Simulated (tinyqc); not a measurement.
# Area and perimeter leakage from two diodes

Inverse problem. A square diode and a finger diode leak I = JA area + JP perimeter. Find JA, JP and the side of the square at which both parts are equal.

areas (um^2): [10000, 78000]
perimeters (um): [400, 31590]
leakage currents (pA): [0.506, 29.285100]

Answer. Two linear equations give JA and JP; for a square of side a, JA a^2 = 4 JP a at a = 4 JP/JA.

JA = 1.500e-9 A/cm^2
JP = 8.900e-12 A/cm
side for equal parts = 237.3 um

Program tinyqc, `OMP_NUM_THREADS=1 python tinyqc.py 2290076 2290077 out.jsonl`; Intel Xeon 2.30GHz, shared host, one thread, about 0.01 s.
